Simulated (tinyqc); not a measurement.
## Gate sheet resistance from two finger widths

Problem. At low frequency R = Rsh Wf/(3 L) + B/Wf, where B collects the channel and vertical terms. Find Rsh, B and the width of lowest R.

Inputs (values chosen for the exercise):
```
symbol,value,unit,meaning
L,0.35,um,channel length
```

input resistance of single fingers, contacted at one end, of width 0.55 and 9 um (ohm): [81.780952, 34.031746]

Answer. R Wf is a straight line in Wf^2; the minimum of R lies where both terms are equal.

Rsh = 3.40 ohm/square
B = 44.0 ohm um
width of lowest R = 3.69 um

tinyqc, about 0.01 s, one thread, Intel Xeon 2.30GHz (shared host): `OMP_NUM_THREADS=1 python tinyqc.py 2262078 2262079 out.jsonl`
